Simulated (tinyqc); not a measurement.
Ballast resistance and gain from the on-state line.

Question. At high current V = BV (1 + be)^(-1/n) + I Ro. Find Ro, the intercept and be.

Inputs (values chosen for the exercise): junction breakdown voltage BV = 6.6 V; exponent of the multiplication n = 4.8.

V at I = 3.3 and 6.6 mA/um (V): [5.2677244, 5.7957244]

Answer. The slope is Ro; the intercept over BV is (1 + be)^(-1/n).

Ro = 160 ohm um
intercept = 4.74 V
be = 3.90

tinyqc, about 0.01 s, one thread, Intel Xeon 2.30GHz (shared host): `OMP_NUM_THREADS=1 python tinyqc.py 2670039 2670040 out.jsonl`
